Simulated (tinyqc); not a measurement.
Free and trapped electrons in a MOS channel with a dense trap tail: free and trapped charge against gate voltage.

p-type body, charge-sheet picture, full ionisation (an idealisation for deep acceptors), Boltzmann statistics for free electrons. e = Ec - EF at the surface. Acceptor-like traps of density D(E) = D0 + De exp(-E/Ew) at depth E below Ec, from 0 to Eu, hold n_t = integral of D(E)/(1 + exp((e - E)/Vt)). psi = Eg - Vt ln(Nv/Na) - e; N_dep = sqrt(2 eps0 eps_r Na (psi - Vt)/q); n_f = sqrt(N_dep^2 + 2 eps0 eps_r Vt Nc exp(-e/Vt)/q) - N_dep; Vg = Vfb + psi + q (N_dep + n_t + n_f)/Cox, Cox = eps0 eox/tox.

Free share n_f/(n_f + n_t); swing ln 10 n_f/(dn_f/dVg); field-effect mobility mf q (dn_f/dVg)/Cox, for a constant mf; oxide field q (N_dep + n_t + n_f)/(eps0 eox).

Values chosen for this exercise; band and dielectric values close to those of silicon: temperature T = 400 K; band gap Eg = 1.14 eV; relative permittivity eps_r = 11.6; conduction-band density of states at T Nc = 4.33e19 cm^-3; valence-band density of states at T Nv = 4.1e19 cm^-3; relative permittivity of the insulator eox = 3.9; insulator thickness tox = 39 nm; acceptor density Na = 8.6e15 cm^-3; flat-band voltage without trapped charge Vfb = -0.93 V; constant background density of acceptor-like traps D0 = 1.7e10 cm^-2 eV^-1; density of the tail at the conduction edge De = 6.8e12 cm^-2 eV^-1; decay energy of the tail Ew = 0.08 eV; depth below Ec down to which the traps reach Eu = 0.55 eV; mobility of free electrons mf = 230 cm^2/(V s).

Constants: q = 1.602176634e-19 C, kB = 1.380649e-23 J/K, Vt = kB T/q, eps0 = 8.8541878128e-14 F/cm where lengths are in cm. Results are converted to the units shown.

Free and trapped charge against gate voltage:
columns A: Vg (V); B: e (eV); C: n_f (cm^-2); D: n_t (cm^-2); E: free share (%); F: swing (mV/decade); G: field-effect mobility (cm^2/(V s)); H: oxide field (MV/cm)
```
A           B         C         D       E        F        G        H
-0.4   0.5977   1.828e6   2.294e8  0.7908    143.0  0.01226  0.07170
0.3    0.2326  4.101e10  4.552e10   47.39    375.3    104.7   0.1576
1.1    0.1438  3.359e11  1.250e11   72.88     1833    175.5   0.3399
1.8    0.1107  6.432e11  1.796e11   78.17     3274    188.3   0.5109
2.6   0.08552  1.013e12  2.328e11   81.32     4949    196.2   0.7096
3.3   0.06895  1.348e12  2.728e11   83.16     6419    201.2   0.8848
4.1   0.05369  1.739e12  3.123e11   84.77     8100    205.7    1.086
4.8   0.04250  2.088e12  3.420e11   85.92     9572    209.0    1.263
5.6   0.03148  2.493e12  3.710e11   87.04  1.126e4    212.2    1.465
```

n_f reaches 1e11 cm^-2 at Vg = 0.496 V, against 0.373 V without traps. The free share rises from 0.791 to 87.0 % and the field-effect mobility rises from 0.0123 to 212 cm^2/(V s), although mf = 230 is constant: in the last row 92.3 % of Cox dVg goes into free electrons. The swing in the first row is 143 mV a decade (Vt ln 10 = 79.4). For Vg = 4.1, 4.8, 5.6 EF lies less than 2 Vt below the band edge, or above it, where degeneracy and confinement, left out, matter.

Computed by the program tinyqc: `OMP_NUM_THREADS=1 python tinyqc.py 2222051 2222052 out.jsonl`, one thread of a shared Intel Xeon 2.30GHz, about 0.02 s for the whole run.
